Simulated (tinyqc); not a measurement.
A double barrier with mass mismatch, transfer matrices: two steps of the calculation.

One electron of energy E comes from the left lead (band edge 0); no transverse momentum. Parabolic bands, masses in units of m0, C = hbar^2/(2 m0); psi and psi'/m are continuous at every interface. Barrier d1, well Lw, barrier d2; the right lead equals the left one.

Inputs (values chosen for the exercise); masses and offsets close to those of InGaAs wells and InAlAs barriers:
```
symbol  value  unit                       meaning
mL      0.041    m0         mass in the left lead
U1       0.52    eV                barrier height
m1      0.075    m0                  barrier mass
d1        2.6    nm    width of the first barrier
Lw        6.3    nm  well width (edge 0, mass mL)
d2        1.5    nm   width of the second barrier
E        0.13    eV               electron energy
```

Constants: q = 1.602176634e-19 C, hbar = 1.054571817e-34 J s, m0 = 9.1093837015e-31 kg, hbar^2/(2 m0) = 0.0380998212 eV nm^2. Results are converted to the units shown.

Problem 1. Matrices of the layers. For the pair (psi, psi'/m) a flat layer has M = [[cos kd, (m/k) sin kd], [-(k/m) sin kd, cos kd]] with k = sqrt(m (E - U)/C) above its edge U, and M = [[cosh Kd, (m/K) sinh Kd], [(K/m) sinh Kd, cosh Kd]] with K = sqrt(m (U - E)/C) below it. M12 is in nm, M21 in 1/nm.

Find: M of layer 1; M of layer 2; M of layer 3.

Solution 1.

M of layer 1:
```
        1        2
1  4.9304  0.41325
2  56.402   4.9304
```

M of layer 2:
```
          1         2
1  -0.70723  0.077498
2   -6.4495  -0.70723
```

M of layer 3:
```
        1        2
1  1.9954  0.14780
2  20.173   1.9954
```

Problem 2. Product of the matrices. The matrix of the later layer stands to the left: M = M_n ... M_2 M_1; det M = 1.

M of layer 1:
```
           1           2
1  4.9303520  0.41325275
2  56.402215   4.9303520
```

M of layer 2:
```
             1            2
1  -0.70722781  0.077498335
2   -6.4495428  -0.70722781
```

M of layer 3:
```
           1           2
1  1.9953941  0.14780337
2  20.172733   1.9953941
```

Find: M.

Solution 2.

M:
```
        1        2
1  -8.831  -0.7301
2  -125.2   -10.46
```

Range of the model: Masses are held fixed, although real bands cease to be parabolic a few tenths of an eV from their edges (inside a barrier too).

Numbers from tinyqc (`OMP_NUM_THREADS=1 python tinyqc.py 2560104 2560105 out.jsonl`; about 0.09 s on one thread of a shared Intel Xeon 2.30GHz).
